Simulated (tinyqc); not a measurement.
# Nanowire ballistic transistor, top-of-the-barrier model: what changes with what

At the top of the source barrier, states moving towards the drain are filled by the source (Fermi level 0) and states moving back by the drain (Fermi level -q Vd); nothing scatters. U is the shift of the band edge there, set by the capacitances CG, CD and CS (the total) and by the charge. Parabolic one-dimensional subband; the source is grounded.

Inputs (values chosen for the exercise); mass and valleys close to those of gallium nitride:

| symbol | value | unit | meaning |
|---|---|---|---|
| T | 300 | K | temperature |
| m | 0.201 | m0 | effective mass |
| gv | 1 |  | valley degeneracy |
| eox | 3.9 |  | relative permittivity of the gate insulator |
| tox | 4.9 | nm | insulator thickness |
| d | 5 | nm | wire diameter |
| aG | 0.81 |  | gate control CG/CS |
| aD | 0.015 |  | drain control CD/CS |
| E0 | 0.22 | eV | band edge at the barrier top above the source Fermi level at zero bias |
| Vd | 0.2 | V | drain voltage |

Constants: q = 1.602176634e-19 C, kB = 1.380649e-23 J/K, hbar = 1.054571817e-34 J s, h = 6.62607015e-34 J s, m0 = 9.1093837015e-31 kg, Vt = kB T/q, eps0 = 8.8541878128e-14 F/cm where lengths are in cm. Results are converted to the units shown.

Each table varies one quantity; the others keep the values above.

## Effect of the effective mass

N0 = gv sqrt(2 m kB T/pi)/hbar, CG = 2 pi eps0 eox/ln(1 + 2 tox/d), CS = CG/aG, n0 = n at U = 0 and Vd = 0. eta1 = -(E0 + U)/Vt, eta2 = eta1 - Vd/Vt, n = (N0/2)[F_(-1/2)(eta1) + F_(-1/2)(eta2)], F_(-1/2)(x) = (1/sqrt(pi)) int_0^infinity u^(-1/2)/(1 + exp(u - x)) du. U = UL + q (n - n0)/CS with UL = -(aG Vg + aD Vd), energies in eV. I = gv (2 q^2/h) Vt [ln(1 + exp eta1) - ln(1 + exp eta2)]. CQ = (q/Vt) dn/d(eta1). E0 is held fixed.

In this table Vg = 0.8 V, Vd = 0.8 V.

Effect of the effective mass:
```
m (m0)    eta1  n (cm^-1)  I (uA)  mean velocity I/(q n) (cm/s)    CQ/CS
0.02    13.595   1.3641e6  27.232                      1.2460e8  0.12715
0.032   12.815   1.6748e6  25.670                      9.5665e7  0.16582
0.05    11.947   2.0205e6  23.931                      7.3925e7  0.21495
0.08    10.896   2.4392e6  21.826                      5.5848e7  0.28532
0.13    9.6728   2.9266e6  19.375                      4.1321e7  0.38742
0.2     8.4935   3.3963e6  17.013                      3.1265e7  0.51556
0.32    7.1516   3.9309e6  14.327                      2.2748e7  0.71791
0.5     5.8853   4.4353e6  11.794                      1.6597e7   1.0054
0.8     4.6374   4.9325e6  9.3082                      1.1778e7   1.4686
```

As m goes from 0.02 to 0.8 m0, n rises from 1.36e6 to 4.93e6 cm^-1, the mean velocity falls from 1.25e8 to 1.18e7 cm/s and the current falls from 27.2 to 9.31 uA. CQ/CS goes from 0.13 to 1.5. The loss of velocity outweighs the gain of charge over the whole range. For m = 0.02 to 0.05 m0 the source Fermi level lies over 0.3 eV above the band edge, where a light band is no longer parabolic. For m = 0.2 to 0.8 m0 higher subbands of the wire, left out here, could begin to fill.

## Transfer curve

Same model as above.

CQ = (q/Vt) dn/d(eta1).

Transfer curve:
```
Vg (V)    eta1  n (cm^-1)    I (uA)  mean velocity I/(q n) (cm/s)     CQ/CS
0       -8.393      235.9  4.531e-4                       1.199e7  5.921e-4
0.12    -4.658       9823   0.01891                       1.201e7   0.02450
0.25    -1.208    2.583e5    0.5232                       1.264e7    0.5411
0.38    0.9187    1.033e6     2.511                       1.516e7     1.166
0.5      2.699    1.822e6     5.523                       1.892e7     1.004
0.62     4.677    2.531e6     9.295                       2.292e7    0.8474
0.75     6.745    3.330e6     12.88                       2.414e7     1.211
0.88     8.393    4.296e6     14.66                       2.130e7     1.660
1        9.816    5.227e6     15.26                       1.822e7     1.560
```

What does the comparison show?

The current rises from 4.53e-4 to 15.3 uA. Between the first two rows the swing is 74.1 mV a decade, against Vt ln 10/aG = 73.5. CQ/CS goes from 5.9e-4 to 1.6, so a volt on the gate moves the band edge by 0.81 eV in the first row and 0.32 eV in the last. The mean velocity goes from 1.20e7 through a maximum of 2.41e7 (at Vg = 0.75 V among the rows listed) to 1.82e7 cm/s. For Vg = 0.88 to 1 V higher subbands of the wire, left out here, could begin to fill.

## Effect of the drain control CD/CS

Same model as above.

CQ = (q/Vt) dn/d(eta1). E0 is held fixed.

In this table Vg = 0.8 V, Vd = 0.8 V.

Result of one run:
```
aD      eta1  n (cm^-1)  I (uA)  mean velocity I/(q n) (cm/s)    CQ/CS
0.04  8.9921   3.5059e6  18.012                      3.2067e7  0.50103
```

What becomes of these results when the drain control CD/CS aD is changed from 0.04 to 0.08, all else the same?

Result of the changed run:
```
aD      eta1  n (cm^-1)  I (uA)  mean velocity I/(q n) (cm/s)    CQ/CS
0.08  9.8234   3.6678e6  19.677                      3.3484e7  0.47777
```

The whole series:
```
aD      eta1  n (cm^-1)  I (uA)  mean velocity I/(q n) (cm/s)    CQ/CS
0     8.1746   3.3385e6  16.375                      3.0613e7  0.52785
0.02  8.5815   3.4229e6  17.190                      3.1344e7  0.51394
0.04  8.9921   3.5059e6  18.012                      3.2067e7  0.50103
0.06  9.4061   3.5875e6  18.841                      3.2780e7  0.48901
0.08  9.8234   3.6678e6  19.677                      3.3484e7  0.47777
0.1   10.244   3.7469e6  20.519                      3.4180e7  0.46724
0.12  10.667   3.8248e6  21.366                      3.4867e7  0.45735
0.14  11.093   3.9016e6  22.220                      3.5546e7  0.44802
```

As aD goes from 0 to 0.14, n rises from 3.34e6 to 3.90e6 cm^-1, the mean velocity rises from 3.06e7 to 3.55e7 cm/s and the current rises from 16.4 to 22.2 uA. CQ/CS goes from 0.53 to 0.45. In every row higher subbands of the wire, left out here, could begin to fill.

tinyqc, about 0.06 s, one thread, Intel Xeon 2.30GHz (shared host): `OMP_NUM_THREADS=1 python tinyqc.py 2400138 2400139 out.jsonl`
